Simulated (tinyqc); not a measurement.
## A chain with two barriers and dephasing by Buettiker voltage probes: coherent and dephased transmission against energy

Sites 1 to 5 form a chain with hopping -t. Lead L joins site 1 and lead R site 5, both semi-infinite chains with hopping -t and site energy 0. Every site carries a probe with self-energy -i Gamma_p/2 that draws no net current. Linear response at zero temperature: mu_L = 1, mu_R = 0 in units of the bias.

Sigma = t^2 g(E), g(x) = (x - i sqrt(4 t^2 - x^2))/(2 t^2) for |x| < 2 t and (x - sign(x) sqrt(x^2 - 4 t^2))/(2 t^2) otherwise; Gamma = -2 Im Sigma; G = (E - H - Sigma_L - Sigma_R + i Gamma_p/2)^(-1). With Gamma the broadening by one lead, T_RL = Gamma^2 |G_(5,1)|^2, T_pL = Gamma Gamma_p |G_(p,1)|^2, T_pR = Gamma Gamma_p |G_(p,5)|^2, T_pq = Gamma_p^2 |G_(p,q)|^2 for p != q. No current into probe p: W mu = T_pL with W_pp = T_pL + T_pR + sum_q T_pq and W_pq = -T_pq. Then T_eff = T_RL + sum_p T_pR mu_p, and the resistance is (h/2q^2)/T_eff. Without probes means Gamma_p = 0.

Values chosen for this exercise:
- t = 1 eV (hopping (matrix element -t))
- U = [1.8, 0, 0, 0, 3.7] eV (site energies 1 to N)
- gp = 0.23 eV (probe broadening Gamma_p)

Results:

| E (eV) | T without probes | T_eff |
|---|---|---|
| -1.8 | 0.0040220 | 0.032502 |
| -1.5 | 0.17527 | 0.15016 |
| -0.9 | 0.038501 | 0.069758 |
| -0.6 | 0.12768 | 0.17149 |
| -0.3 | 0.70054 | 0.37668 |
| 0 | 0.11679 | 0.16607 |
| 0.3 | 0.052297 | 0.088036 |
| 0.6 | 0.046535 | 0.076718 |
| 0.9 | 0.086120 | 0.12598 |
| 1.2 | 0.70531 | 0.29858 |
| 1.5 | 0.027684 | 0.075263 |
| 1.8 | 0.0028726 | 0.016399 |

Estimate the missing row, E = -1.2 eV.

Computed row:

| E (eV) | T without probes | T_eff |
|---|---|---|
| -1.2 | 0.029543 | 0.061039 |

With this row back in the table: Without probes T lies between 0.00287 and 0.705 in these rows, with them between 0.0164 and 0.377. The probes lower it in 3 rows and raise it in 10; the largest relative gain is at E = -1.8 eV, where the coherent value is 0.00402.

Numbers from tinyqc (`OMP_NUM_THREADS=1 python tinyqc.py 2700038 2700039 out.jsonl`; about 0.01 s on one thread of a shared Intel Xeon 2.30GHz).
